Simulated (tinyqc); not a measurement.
Thin (001) film in sp3s* tight binding with raised dangling bonds: one step. The two blocks of the small film.

Planes alternate anion (a), cation (c) along [001], a/4 apart, starting with an anion; zero in-plane momentum; levels counted from the bulk Ev, the lower root of [[Epa, Vxx], [Vxx, Epc]]; no spin-orbit coupling. Block of s, pz, s*: from an anion to the cation above, Vss/2 (s,s), Vsapc/2 (s,z), -Vscpa/2 (z,s), Vxx/2 (z,z), Vxapc/2 (s*,z), -Vpaxc/2 (z,s*); to the cation below the same with the s-z and s*-z signs reversed. Block of u = (px + py)/sqrt2 and v = (px - py)/sqrt2: to the cation above (Vxx + Vxy)/2 for u and (Vxx - Vxy)/2 for v, to the cation below the reverse. Each surface atom has two dangling sp3 hybrids; raising both by dl adds (dl/2) [[1, t], [t, 1]] to its s, pz levels (t = -1 at the bottom face, +1 at the top) and dl to the one of u, v in whose plane the missing bonds lie (v for a bottom anion or a top cation, u for a top anion).

Parameters, chosen for this exercise (out of a larger set: near a published set for GaAs, fitted to gaps, whose masses and valley positions are rough; not measured data): p = (-8.309, 1.039, -2.639, 3.687, 8.56, 6.79, -6.469, 1.967, 5.043, 4.461, 5.762, 4.829, 4.782) eV (order Esa, Epa, Esc, Epc, Exa, Exc, Vss, Vxx, Vxy, Vsapc, Vscpa, Vxapc, Vpaxc); N = 4 (atomic planes in the small film); dl = 30 eV (shift of the dangling hybrids).

Question. Fill them in.

Give: s, pz, s* block; u, v block.

Answer.

s, pz, s* block (eV):
```
         sa1      za1    *a1     sc2     zc2     *c2     sa3     za3     *a3     sc4     zc4     *c4
sa1    6.699  -15.000      0  -3.235   2.231       0       0       0       0       0       0       0
za1  -15.000   16.047      0  -2.881   0.984  -2.391       0       0       0       0       0       0
*a1        0        0  8.568       0   2.414       0       0       0       0       0       0       0
sc2   -3.235   -2.881      0  -2.631       0       0  -3.235   2.881       0       0       0       0
zc2    2.231    0.984  2.414       0   3.695       0  -2.231   0.984  -2.414       0       0       0
*c2        0   -2.391      0       0       0   6.798       0   2.391       0       0       0       0
sa3        0        0      0  -3.235  -2.231       0  -8.301       0       0  -3.235   2.231       0
za3        0        0      0   2.881   0.984   2.391       0   1.047       0  -2.881   0.984  -2.391
*a3        0        0      0       0  -2.414       0       0       0   8.568       0   2.414       0
sc4        0        0      0       0       0       0  -3.235  -2.881       0  12.369  15.000       0
zc4        0        0      0       0       0       0   2.231   0.984   2.414  15.000  18.695       0
*c4        0        0      0       0       0       0       0  -2.391       0       0       0   6.798
```

u, v block (eV):
```
       ua1     va1     uc2     vc2     ua3     va3    uc4     vc4
ua1  1.047       0   3.505       0       0       0      0       0
va1      0  31.047       0  -1.538       0       0      0       0
uc2  3.505       0   3.695       0  -1.538       0      0       0
vc2      0  -1.538       0   3.695       0   3.505      0       0
ua3      0       0  -1.538       0   1.047       0  3.505       0
va3      0       0       0   3.505       0   1.047      0  -1.538
uc4      0       0       0       0   3.505       0  3.695       0
vc4      0       0       0       0       0  -1.538      0  33.695
```

Run: tinyqc, `OMP_NUM_THREADS=1 python tinyqc.py 1452018 1452019 out.jsonl`; Intel(R) Xeon(R) Processor @ 2.30GHz, one thread, shared host; about 0.5 s of CPU time with all checks.
